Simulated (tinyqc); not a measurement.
Valley-orbit splitting of a donor ground state, with strain: one step, computed by the program tinyqc. Command: `OMP_NUM_THREADS=1 python tinyqc.py 3018151 3018152 out.jsonl valleyorbit walk`. One thread of a shared host (Intel(R) Xeon(R) Processor @ 2.30GHz), about 0.01 s of CPU time with the checks.

The basis is the 1s envelope in each valley; energies are counted from the unstrained conduction-band edge. The strain is e_s (a a^T - 1/3) for the unit stress axis a, so valley j along n_j moves by Xi_u e_s w_j with w_j = (n_j.a)^2 - 1/3: +1/3 for [111] and [-1-11], -1/3 for the others.

Question. Levels without strain. By symmetry: E(A1) = E_0 + Lambda + 3 Delta_1 (one state), E(T2) = E_0 + Lambda - Delta_1 (three), as binding energies.

Inputs (values chosen for the exercise, modelled on donors in germanium): single-valley binding energy E_0 = 9.84 meV; central-cell shift Lambda = 0.57 meV; coupling Delta_1 = 1.1 meV.

Valleys: four along <111>. Stress axis: [110].

Give: E(A1); E(T2).

Answer.

E(A1) = 13.71 meV

E(T2) = 9.31 meV

Only A1 has all valley amplitudes in phase, so only it has weight at the nucleus.
